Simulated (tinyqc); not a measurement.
Inside a calculation. Method: extended Hueckel theory, for H3+. The parameters take no account of the charge, which enters only through the electron count. One step of it, computed by the program tinyqc.

Problem. Mulliken analysis. P = C n C^T; charge = valence electrons (H 1) minus the sum of (P S)_ii on the atom; overlap population = 2 sum P_ij S_ij between two atoms.

coefficients, order 1H 1s, 2H 1s, 3H 1s:
$$\begin{pmatrix}
0.419063 & -0.001524 & 1.172244 \\
0.405268 & 0.961148 & -0.604571 \\
0.405317 & -0.959455 & -0.607500
\end{pmatrix}$$

occupations: [2.000000, 0.000000, 0.000000]

overlap S, order 1H 1s, 2H 1s, 3H 1s:
$$\begin{pmatrix}
1.000000 & 0.508417 & 0.508586 \\
0.508417 & 1.000000 & 0.457807 \\
0.508586 & 0.457807 & 1.000000
\end{pmatrix}$$

Give: charges; Overlap populations.

Solution.

charges: 1H 0.3033, 2H 0.3484, 3H 0.3483

Overlap populations:
```
pair     value
2-1   0.345383
3-1   0.345540
3-2   0.300801
```
